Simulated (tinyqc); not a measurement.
# Changing the mean distance of the electrons z0 = 3/b

Model: scattering of inversion-layer electrons by surface optical phonons of the gate insulator (remote phonon scattering). Computed by tinyqc, a small Python program. Command: `OMP_NUM_THREADS=1 python tinyqc.py 3113420 3113421 out.jsonl sophonon sweep`. One thread of a shared host (Intel(R) Xeon(R) Processor @ 2.30GHz), about 0.02 s of CPU time with the checks.

One subband with the Fang-Howard envelope; insulator and channel are half-spaces, the gate is far away, and an interlayer only moves the polar surface away by t (its own modes and its permittivity contrast are left out).

Inputs (values chosen for the exercise, modelled on HfO2 on germanium):

| quantity | value | unit |
|---|---|---|
| static constant of the insulator eps_0s | 22.4 | - |
| intermediate constant eps_i | 6.54 | - |
| optical constant eps_inf | 5.07 | - |
| hbar omega_TO1 | 12.1 | meV |
| hbar omega_TO2 | 49.6 | meV |
| constant of the channel eps_s | 16.2 | - |
| in-plane mass m | 0.117 | m_0 |
| valleys g_v | 4 | - |
| sheet density n | 1.2e+12 | 1/cm^2 |
| interlayer thickness t | 0 | nm |
| temperature T | 300 | K |
| electron energy E | 33 | meV |
| mobility from other processes | 760 | cm^2/(V s) |

Screening by the channel electrons: none.

Constants: k_B = 8.617333262e-05 eV/K; hbar^2/(2 m_0) = 3.80998212 eV angstrom^2; e^2/(4 pi eps_0) = 14.39964548 eV angstrom; hbar = 6.582119569e-16 eV s; e = 1.602176634e-19 C; m_0 = 9.1093837015e-31 kg.

Method:
- eps(w) = eps_inf + (eps_0s - eps_i) w1^2/(w1^2 - w^2) + (eps_i - eps_inf) w2^2/(w2^2 - w^2). Surface modes solve eps(w) + eps_s = 0, a quadratic in w^2; the strength of a mode is g = 2/(w d eps/dw).
- Occupation N = 1/(exp(hbar w/(k_B T)) - 1).
- Density of states D = g_v m/(pi hbar^2); eta = E_F/(k_B T) = ln(exp(n/(D k_B T)) - 1); screening wave number q_s = e^2 D/(2 eps_0 eps_avg) x 1/(1 + exp(-eta)), eps_avg = (eps_s + eps_inf)/2; b = 3/z0.
- For a mode of strength g, without the occupation factor, Area x |M(q)|^2 = e^2 hbar w g/(2 eps_0 q) x (b/(b + q))^6 exp(-2 q t).
- Approximate momentum relaxation rate, taking tau v alike in the initial and final states: 1/tau = (m/(2 pi hbar^3)) sum over modes and over absorption (N, E' = E + hbar w) and emission (N + 1, E' = E - hbar w > 0) of [(1 - f(E'))/(1 - f(E))] int_0^(2 pi) Area |M(q)|^2 (1 - cos theta) d theta, q^2 = k^2 + k'^2 - 2 k k' cos theta, f the Fermi function; 48 midpoints in theta from 0 to pi.
- mu = (e/m) int tau E f (1 - f) dE/(k_B T int f dE), by 300 midpoints from 0 to (max(eta, 0) + 14) k_B T; Matthiessen sum with the other processes.

One run for each value:

| mean distance of the electrons z0 = 3/b (nm) | remote-phonon mobility (cm^2/(V s)) | loss of mobility (%) | tau at E (fs) |
|---|---|---|---|
| 0.8 | 1092 | 41.030 | 48.4 |
| 1.1 | 1470 | 34.086 | 61.1 |
| 1.5 | 2114 | 26.448 | 81.7 |
| 2.1 | 3430 | 18.139 | 121.4 |
| 3.0 | 6343 | 10.700 | 205.0 |
| 4.1 | 11749 | 6.076 | 355.9 |
| 5.8 | 25026 | 2.947 | 727.4 |
| 8.0 | 53394 | 1.403 | 1548.2 |

Over the rows, remote-phonon mobility (cm^2/(V s)) rises from 1090 to 53400 (exponent d ln y / d ln x 0.93 between the first rows and 2.4 between the last); loss of mobility (%) falls from 41.0 to 1.40 (exponent d ln y / d ln x -0.58 between the first rows and -2.3 between the last); tau at E (fs) rises from 48.4 to 1550 (exponent d ln y / d ln x 0.73 between the first rows and 2.3 between the last).

Caution (all rows): a relaxation time is only an approximation for inelastic scattering, and static or no screening brackets the true dynamic screening only roughly.
